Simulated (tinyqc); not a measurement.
MP2 on RHF in the sto-3g basis, for H3-, spin multiplicity 1, step by step. The basis has no diffuse functions, so it cannot describe the extra electron: this is an exercise in the method, not the real anion. Computed by tinyqc, a small Python program that keeps every step (integrals from PySCF). Settings: charge = -1, multiplicity = 1, basis = sto-3g, method = RHF, energy threshold = 1e-10, iteration cap = 87, orthogonalisation = canonical, start = atomic densities, DIIS depth = 6. Command: `OMP_NUM_THREADS=1 python tinyqc.py 31839 31840 out.jsonl` (the two numbers bound the seeds that draw the settings). One thread of a shared host (Intel(R) Xeon(R) Processor @ 2.60GHz), about 0.08 s of CPU time with the checks. The early iterations of the SCF are left out here.

## One-electron integrals

Geometry (angstrom):

| atom | x | y | z |
|---|---|---|---|
| H | 0.000000 | 0.000000 | 0.000000 |
| H | 0.000000 | 0.000000 | 1.168000 |
| H | 0.000000 | 0.914000 | -0.727000 |

Basis sto-3g: exponents (1/bohr^2) and contraction coefficients of normalised primitives:

| element | l (shell) | exponent | coefficient |
|---|---|---|---|
| H | s (1) | 3.425251 | 0.154329 |
| H | s (1) | 0.623914 | 0.535328 |
| H | s (1) | 0.168855 | 0.444635 |

Overlap, kinetic and nuclear-attraction integrals over the contracted functions; the nuclear repulsion is the sum of Za Zb / Rab.

nuclear repulsion = 1.15769632 hartree

overlap S, lower triangle:
```
          1H 1s     2H 1s     3H 1s
1H 1s  1.000000
2H 1s  0.403357  1.000000
3H 1s  0.403423  0.100281  1.000000
```

kinetic energy T (hartree), lower triangle:
```
          1H 1s      2H 1s     3H 1s
1H 1s  0.760032
2H 1s  0.060231   0.760032
3H 1s  0.060262  -0.011037  0.760032
```

nuclear attraction V (hartree), lower triangle:
```
           1H 1s      2H 1s      3H 1s
1H 1s  -2.118433
2H 1s  -0.732409  -1.923968
3H 1s  -0.732557  -0.167649  -1.924013
```

core Hamiltonian H = T + V (hartree), lower triangle:
```
           1H 1s      2H 1s      3H 1s
1H 1s  -1.358401
2H 1s  -0.672178  -1.163936
3H 1s  -0.672295  -0.178686  -1.163981
```

## Two-electron integrals

Functions are numbered as in S; the eight-fold symmetry (ij|kl) = (ji|kl) = (kl|ij) leaves the list below.

Two-electron integrals (ij|kl) in chemists' order, unique and non-zero (hartree):
```
(11|11) 0.774606   (21|11) 0.238644   (21|21) 0.099895   (22|11) 0.426825
(22|21) 0.238644   (22|22) 0.774606   (31|11) 0.238692   (31|21) 0.072552
(31|22) 0.132200   (31|31) 0.099930   (32|11) 0.053452   (32|21) 0.020457
(32|22) 0.045726   (32|31) 0.020461   (32|32) 0.005102   (33|11) 0.426861
(33|21) 0.132184   (33|22) 0.250947   (33|31) 0.238692   (33|32) 0.045726
(33|33) 0.774606
```

## Orthogonalisation

S = U s U^T; canonical form X = U s^(-1/2), so that X^T S X = 1. Each column of U has its largest component positive (the first on a tie).

eigenvalues of S: 0.477461  0.899719  1.622820

X:
```
               1          2         3
1H 1s   1.067189  -0.000032  0.530217
2H 1s  -0.691117   0.745538  0.409293
3H 1s  -0.691285  -0.745407  0.409342
```

## Starting guess

The start is atomic minimal-basis densities projected into this basis (PySCF's MINAO start) and scaled to the electron count of each spin; this density is not idempotent, so its energy is not variational and may lie below the converged one.

D at the start, lower triangle:
```
          1H 1s     2H 1s     3H 1s
1H 1s  1.227405
2H 1s  0.118577  1.286420
3H 1s  0.118580  0.042039  1.286411
```

## Iteration 9 (converged): orbitals

converged F (hartree), lower triangle:
```
           1H 1s      2H 1s     3H 1s
1H 1s   0.131077
2H 1s  -0.219873   0.143783
3H 1s  -0.219913  -0.040469  0.143732
```

Diagonalise F' = X^T F X, C = X C', fill 2 alpha and 2 beta electrons from the bottom; D = 2 C_occ C_occ^T. Each column has its largest component positive (the first on a tie).

F' = X^T F X (hartree), lower triangle:
```
           1         2          3
1   0.896786
2  -0.000026  0.204760
3  -0.015208  0.000019  -0.119431
```

orbital energies (hartree): MO1 -0.119659, MO2 0.204760, MO3 0.897014

coefficients C:
```
            MO1        MO2        MO3
1H 1s  0.546122   0.000038   1.059138
2H 1s  0.398866   0.745534  -0.697191
3H 1s  0.398997  -0.745411  -0.697303
```

D after iteration 9, lower triangle:
```
          1H 1s      2H 1s     3H 1s
1H 1s  0.596499
2H 1s  0.435716   1.429831
3H 1s  0.435745  -0.793165  1.429670
```

## Convergence

Stop when the energy changes by less than 1e-10 hartree and every element of the error matrix X^T (F D S - S D F) X is below 3e-06.

Course of the cycle:

| iteration | E (hartree) | change | largest element of the error matrix |
|---|---|---|---|
| 1 | -1.08121703 | - | 2.05e-03 |
| 2 | -1.26887755 | -1.88e-01 | 5.60e-02 |
| 3 | -1.26875411 | 1.23e-04 | 5.80e-02 |
| 4 | -1.27025819 | -1.50e-03 | 2.55e-02 |
| 5 | -1.27060412 | -3.46e-04 | 4.80e-03 |
| 6 | -1.27061664 | -1.25e-05 | 5.78e-04 |
| 7 | -1.27061679 | -1.54e-07 | 2.36e-04 |
| 8 | -1.27061682 | -3.08e-08 | 5.32e-09 |
| 9 | -1.27061682 | 0.000000 | 5.02e-11 |

PySCF RHF in the same basis = -1.27061682 hartree

Converged in 9 iterations.

## Populations, bond orders and dipole

Mulliken: Z minus the diagonal of D S on the atom; Loewdin: the same with S^(1/2) D S^(1/2); Mayer order: 2 sum_s sum (D(s) S)_ij (D(s) S)_ji over the two atoms.

Charges (e):

| atom | Mulliken | Loewdin |
|---|---|---|
| 1H | 0.051962 | 0.057713 |
| 2H | -0.526041 | -0.528919 |
| 3H | -0.525921 | -0.528795 |

Mayer bond orders:

| pair | order |
|---|---|
| 2-1 | 0.498587 |
| 3-1 | 0.498713 |
| 3-2 | 0.224694 |

dipole moment about the origin, x y z (debye): 0.000000  -2.308861  -1.114684

## Integrals over molecular orbitals

(pq|rs) = sum C_ip C_jq C_kr C_ls (ij|kl), one index at a time.

one-electron integrals over orbitals h = C^T H C (hartree), lower triangle:
```
           1          2          3
1  -1.418325
2  -0.000003  -1.095090
3  -0.094921  -0.000005  -0.843544
```

Two-electron integrals over orbitals (pq|rs), unique and non-zero (hartree):
```
(11|11) 0.525598    (21|11) -0.000033   (21|21) 0.153263    (22|11) 0.463166
(22|21) 0.000037    (22|22) 0.526781    (31|11) 0.072649    (31|21) 0.000023
(31|22) -0.058545   (31|31) 0.143162    (32|11) 0.000035    (32|21) -0.139363
(32|22) -0.000042   (32|31) -0.000009   (32|32) 0.142279    (33|11) 0.540449
(33|21) -0.000015   (33|22) 0.472551    (33|31) 0.091753    (33|32) 0.000022
(33|33) 0.586554
```

## Second-order Moller-Plesset energy

Hartree-Fock energy = -1.27061682 hartree

E2 = sum_ijab (ia|jb) [2 (ia|jb) - (ib|ja)] / (e_i + e_j - e_a - e_b) over occupied i, j and virtual a, b; the opposite-spin part is (ia|jb)^2 / denominator, the rest is same-spin, and SCS-MP2 scales them by 6/5 and 1/3.

Terms:

| i | j | a | b | (ia\|jb) | (ib\|ja) | denominator | term |
|---|---|---|---|---|---|---|---|
| 2 | 2 | 3 | 3 | 0.142279 | 0.142279 | -1.384507 | -0.014621 |
| 1 | 1 | 3 | 3 | 0.143162 | 0.143162 | -2.033345 | -0.010080 |
| 2 | 1 | 3 | 3 | -0.000009 | -0.000009 | -1.708926 | -4.96e-11 |
| 1 | 2 | 3 | 3 | -0.000009 | -0.000009 | -1.708926 | -4.96e-11 |

Pair energies (hartree; pair i-j sums ij and ji):

| pair | opposite spin | same spin |
|---|---|---|
| 1-1 | -0.010080 | 0.000000 |
| 2-1 | -9.92e-11 | 0.000000 |
| 2-2 | -0.014621 | 0.000000 |

MP2 correlation energy = -0.02470087 hartree

SCS-MP2 correlation energy = -0.02964104 hartree

MP2 total energy = -1.29531769 hartree
